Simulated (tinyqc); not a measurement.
# Worked calculation: floating body of a partially depleted SOI transistor: body voltage and kink

Numbers from tinyqc (`OMP_NUM_THREADS=1 python tinyqc.py 2182117 2182118 out.jsonl`; about 0.2 s on one thread of a shared Intel Xeon 2.30GHz). Printed values are rounded.

Source at 0 V. Channel current Ic = 2 nf K Vt^2 [F(0) - F(Vd)](1 + la Vd), F(V) = ln^2(1 + exp((Vg - VT - nf V)/(2 nf Vt))), VT = VT0 - gb Vb. Saturation voltage Vs = 2 Vt sqrt(F(0)) + 3 Vt, excess Ve = (Vd - Vs + sqrt((Vd - Vs)^2 + 0.0004 V^2))/2, multiplication M1 = Ai Ve exp(-Bl/Ve). Each junction passes D(v) = J1 (exp(v/Vt) - 1) + J2 (exp(v/(2 Vt)) - 1). Bipolar current Ib = bb J1 (exp(Vb/Vt) - 1). The body settles where M1 (Ic + Ib) = D(Vb) + D(Vb - Vd) + Vb/Rb; drain current Id = (1 + M1)(Ic + Ib) - D(Vb - Vd).

Inputs (values chosen for the exercise); values of the order met in partially depleted silicon-on-insulator transistors: temperature T = 398 K; threshold at zero body voltage VT0 = 0.47 V; fall of the threshold per volt of body voltage gb = 0.16; slope factor nf = 1.24; gain factor per width K = 340 uA/(V^2 um); channel-length modulation factor la = 0.1 1/V; impact-ionisation prefactor Ai = 3.58 1/V; impact-ionisation voltage Bl = 4.4 V; diffusion saturation current of each junction J1 = 2.4e-9 uA/um; recombination saturation current of each junction J2 = 5.2e-7 uA/um; gain of the lateral bipolar transistor on the diffusion current bb = 3; resistance of a weak body tie to the source (1e9 stands for no tie, and the term is then dropped) Rb = 1e9 kohm um; gate voltage Vg = 0.44 V; drain voltage Vd = 1.2 V.

Constants: q = 1.602176634e-19 C, kB = 1.380649e-23 J/K, Vt = kB T/q. Results are converted to the units shown.

Range of the model: The multiplication law is an empirical form chosen for the exercise; self-heating and capacitive coupling to the body are left out, and the linear laws are rough once Vb passes about 0.7 V or M1 about 0.1.

## Starting value

Vb = 0.65 V.

Vb at the start = 0.65 V

## Iteration 1: new Vb

Current into the body I_in = M1 (Ic + Ib) - D(Vb - Vd), current out I_out = D(Vb) + Vb/Rb; f = ln(I_in/I_out), s = df/dVb by central differences over 1e-5 V, Vb(new) = Vb - f/s.

Ic = 1.65321 uA/um
Ve = 1.01353 V
M1 = 0.0472421
I_in = 0.135972 uA/um
I_out = 0.415106 uA/um
f = -1.11609
s = -15.7403 1/V
Vb after iteration 1 = 0.579094 V

## Iteration 2: new Vb

As before.

Ic = 1.41296 uA/um
Ve = 1.01985 V
M1 = 0.0488324
I_in = 0.0765666 uA/um
I_out = 0.0540695 uA/um
f = 0.347890
s = -24.0468 1/V
Vb after iteration 2 = 0.593561 V

## Iteration 3: new Vb

As before.

Ic = 1.45966 uA/um
Ve = 1.01858 V
M1 = 0.0485105
I_in = 0.0822720 uA/um
I_out = 0.0817426 uA/um
f = 0.00645554
s = -23.0963 1/V
Vb after iteration 3 = 0.593840 V

## Course of the iteration

Stop when the step is below 1e-10 V, or after 40 iterations.

Course of the iteration:

| iteration | Vb before the step (V) | step (V) |
|---|---|---|
| 1 | 0.65 | -0.0709 |
| 2 | 0.579094 | 0.0145 |
| 3 | 0.593561 | 2.80e-4 |
| 4 | 0.593840 | 1.32e-7 |
| 5 | 0.593840 | 2.96e-14 |

Converged in 5 iterations.

## Drain current with floating and with grounded body

converged Vb = 0.593840 V

Id and VT at the converged Vb, Id at Vb = 0, their ratio, and the bipolar share Ib/(Ic + Ib).

VT = 0.374986 V
Id, floating = 1.78120 uA/um
Id, grounded = 0.333586 uA/um
ratio = 5.33955
bipolar share = 14.0232 %

The body rises to 0.594 V and lowers the threshold by 95.0 mV.
